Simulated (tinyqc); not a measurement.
Worked calculation: UKS/BP86 in the sto-3g basis, for H4+, spin multiplicity 2. One step of it, computed by the program tinyqc.

Problem. Iteration 1: building the Kohn-Sham matrix. J_ij = sum D_kl (ij|kl) with D = D(alpha) + D(beta); F = H + J + V_xc; E = tr D H + tr D J / 2 + E_xc + E_nn.

D(alpha) at the start, lower triangle:
```
           1H 1s      2H 1s      3H 1s     4H 1s
1H 1s   1.030547
2H 1s  -0.797033   0.640596
3H 1s   0.123398  -0.218306   0.639507
4H 1s   0.044641   0.123105  -0.796130  1.030155
```

D(beta) at the start, lower triangle:
```
           1H 1s      2H 1s      3H 1s     4H 1s
1H 1s   0.493850
2H 1s  -0.460783   0.429931
3H 1s   0.459977  -0.429179   0.428428
4H 1s  -0.492854   0.459854  -0.459050  0.491861
```

core Hamiltonian H = T + V (hartree), lower triangle:
```
           1H 1s      2H 1s      3H 1s      4H 1s
1H 1s  -1.216619
2H 1s  -0.685051  -1.381604
3H 1s  -0.037697  -0.281617  -1.381312
4H 1s  -0.002704  -0.037619  -0.684066  -1.216208
```

Two-electron integrals (ij|kl) in chemists' order, unique and non-zero (hartree):
```
(11|11) 0.774606   (21|11) 0.237509   (21|21) 0.099054   (22|11) 0.425975
(22|21) 0.237509   (22|22) 0.774606   (31|11) 0.006897   (31|21) 0.003431
(31|22) 0.010240   (31|31) 0.000169   (32|11) 0.042611   (32|21) 0.023355
(32|22) 0.079994   (32|31) 0.001444   (32|32) 0.014047   (33|11) 0.177684
(33|21) 0.089812   (33|22) 0.290848   (33|31) 0.006897   (33|32) 0.079994
(33|33) 0.774606   (41|11) 0.000313   (41|21) 0.000165   (41|22) 0.000538
(41|31) 0.000010   (41|32) 0.000095   (41|33) 0.000539   (41|41) 6.51e-07
(42|11) 0.003926   (42|21) 0.002062   (42|22) 0.006880   (42|31) 0.000139
(42|32) 0.001441   (42|33) 0.010219   (42|41) 0.000010   (42|42) 0.000168
(43|11) 0.059901   (43|21) 0.029091   (43|22) 0.089680   (43|31) 0.002063
(43|32) 0.023319   (43|33) 0.237131   (43|41) 0.000165   (43|42) 0.003419
(43|43) 0.098776   (44|11) 0.127513   (44|21) 0.059968   (44|22) 0.177625
(44|31) 0.003933   (44|32) 0.042590   (44|33) 0.425692   (44|41) 0.000313
(44|42) 0.006880   (44|43) 0.237131   (44|44) 0.774606
```

nuclear repulsion = 1.67911079 hartree

V_xc(alpha) (hartree), lower triangle:
```
           1H 1s      2H 1s      3H 1s      4H 1s
1H 1s  -0.458169
2H 1s  -0.127277  -0.379511
3H 1s  -0.004676  -0.045161  -0.379379
4H 1s  -0.000267  -0.004664  -0.127059  -0.458198
```

V_xc(beta) (hartree), lower triangle:
```
           1H 1s      2H 1s      3H 1s      4H 1s
1H 1s  -0.394251
2H 1s  -0.117380  -0.353708
3H 1s  -0.004324  -0.040656  -0.353974
4H 1s  -0.000248  -0.004321  -0.117585  -0.394412
```

E_xc = sum of w rho eps_xc = -1.15321195 hartree

Give: Coulomb J; F(alpha); F(beta); total energy of this density.

Solution.

Coulomb J (hartree), lower triangle:
```
        1H 1s   2H 1s   3H 1s   4H 1s
1H 1s  1.2300
2H 1s  0.4573  1.1528
3H 1s  0.0195  0.1686  1.1520
4H 1s  0.0012  0.0194  0.4564  1.2291
```

F(alpha) (hartree), lower triangle:
```
         1H 1s    2H 1s    3H 1s    4H 1s
1H 1s  -0.4448
2H 1s  -0.3550  -0.6083
3H 1s  -0.0229  -0.1581  -0.6087
4H 1s  -0.0018  -0.0228  -0.3547  -0.4453
```

F(beta) (hartree), lower triangle:
```
         1H 1s    2H 1s    3H 1s    4H 1s
1H 1s  -0.3809
2H 1s  -0.3451  -0.5825
3H 1s  -0.0225  -0.1536  -0.5833
4H 1s  -0.0018  -0.0225  -0.3453  -0.3815
```

total energy of this density = -0.544119 hartree

This density is the starting one.
